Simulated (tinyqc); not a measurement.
Adsorption as a lattice gas: isotherms with interactions, competition, desorption peaks and saturation dose: one step, computed by the program tinyqc. Command: `OMP_NUM_THREADS=1 python tinyqc.py 3004852 3004853 out.jsonl adsorb walk`. One thread of a shared host (Intel(R) Xeon(R) Processor @ 2.30GHz), about 0.1 s of CPU time with the checks.

One adsorbate per site; a molecule needs 1 empty site. Gas and surface have the same temperature.

Task: Coverage with interactions. With u = w/(k_B T). Mean field: theta/(1 - theta) = y exp(-z u theta). Quasi-chemical: theta/(1 - theta) = y [(r - 1 + 2 theta)(1 - theta)/((r + 1 - 2 theta) theta)]^(-z/2) exp(-z u/2), r = sqrt(1 - 4 theta (1 - theta)(1 - exp(-u))).

Inputs (values chosen for the exercise, for a model surface): pair energy w (positive repels) = 0.11 eV; neighbours z = 4; temperature T = 990 K.

Adsorption: molecular (first order).

y = 9.060363

Constants: k_B = 8.617333262e-05 eV/K.

Give: u; coverage, mean field; coverage, quasi-chemical.

Result:

u = 1.2894

coverage, mean field = 0.45910

coverage, quasi-chemical = 0.46662

Caution: for z u near 4 or above (near 8 on the triangular lattice, z = 6) mean field itself predicts sublattice order near half coverage (the exact threshold is higher); both uniform formulas leave ordering out.
